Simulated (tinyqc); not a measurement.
Tight binding, kagome lattice, step by step. One step of it, computed by the program tinyqc.

Task: Bloch Hamiltonian at k. H_AB = -t1 - t2 exp(-i k.a1), H_AC = -t1 - t2 exp(-i k.a2), H_BC = -t1 - t2 exp(i k.(a1 - a2)), H_CC = delta.

Parameters chosen for this model:
```
parameter     value                unit
t1         1.030000    eV, up triangles
t2         1.830000  eV, down triangles
delta      0.230000        eV on site C
```

k point k (fractions of the reciprocal vectors): 0.360000  0.070000

Give: H(k) at k.

Result:

H(k) at k (eV):
```
                 A                B                C
A           0.0000   0.1365+1.4100i  -2.6858+0.7792i
B   0.1365-1.4100i           0.0000  -0.5749-1.7725i
C  -2.6858-0.7792i  -0.5749+1.7725i           0.2300
```
